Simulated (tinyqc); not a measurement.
Off-state leakage of single and stacked transistors: two steps of the calculation.

n-channel devices of unit width. Subthreshold current I(Vg, Vs, Vd) = I0 (T/300 K)^0.5 exp[(Vg - Vs - VT(T) - gb (Vs - Vb) + dd (Vd - Vs))/(nf Vt)] (1 - exp(-(Vd - Vs)/Vt)), VT(T) = VT - cT (T - 300 K). Gate-edge tunnelling Ig (Vd/1 V) exp(ag (Vd - 1 V)), for a gate at 0 V, and band-to-band leakage Ab u exp(-Bb/u), u = Vd - Vb + 1 V, flow at a drain held at V; both are taken as independent of T. In a stack of off transistors (all gates at 0 V) the same subthreshold current passes through each.

Values chosen for this exercise; values of the order met in bulk silicon logic transistors: temperature T = 358 K; supply voltage V = 0.7 V; threshold at 300 K, zero drain and body bias VT = 0.44 V; fall of the threshold with temperature cT = 0.6 mV/K; current at threshold at 300 K I0 = 0.92 uA/um; slope factor nf = 1.24; drain-induced lowering per volt dd = 0.15; rise of the threshold per volt of source-body bias gb = 0.16; gate-edge tunnelling current at 1 V Ig = 0.0002 uA/um; exponential slope of the gate current ag = 5 1/V; prefactor of band-to-band leakage at the drain Ab = 30 uA/(um V); its exponential voltage Bb = 27 V; body voltage Vb = -0.6 V.

Constants: q = 1.602176634e-19 C, kB = 1.380649e-23 J/K, Vt = kB T/q. Results are converted to the units shown.

Question 1. Leakage of one transistor. Vg = Vs = 0, Vd = V; effective threshold VT(T) - gb Vb - dd V.

Give: effective threshold; parts; total; shares.

Answer 1.

effective threshold = 0.39620 V
parts (nA/um): subthreshold 0.031926, gate edge 0.031238, band-to-band 0.55031
total = 0.61348 nA/um
shares (%): subthreshold 5.2042, gate edge 5.0920, band-to-band 89.704

The band-to-band part is the largest.

Question 2. New Vx. Stack of two, Vx the node between them: I_low = I(0, 0, Vx), I_up = I(0, Vx, V), f = ln(I_up/I_low), f' = -(1 + gb + 2 dd)/(nf Vt) - 1/(Vt (exp(Vx/Vt) - 1)) - 1/(Vt (exp((V - Vx)/Vt) - 1)), Vx(new) = Vx - f/f'.

Vx after iteration 1 = 0.074372624 V

Give: I_low; I_up; f; f'; Vx after iteration 2.

Answer 2.

I_low = 0.002500 nA/um
I_up = 0.002501 nA/um
f = 3.408e-4
f' = -41.36 1/V
Vx after iteration 2 = 0.07438 V

Program tinyqc, `OMP_NUM_THREADS=1 python tinyqc.py 2242064 2242065 out.jsonl`; Intel Xeon 2.30GHz, shared host, one thread, about 0.03 s.
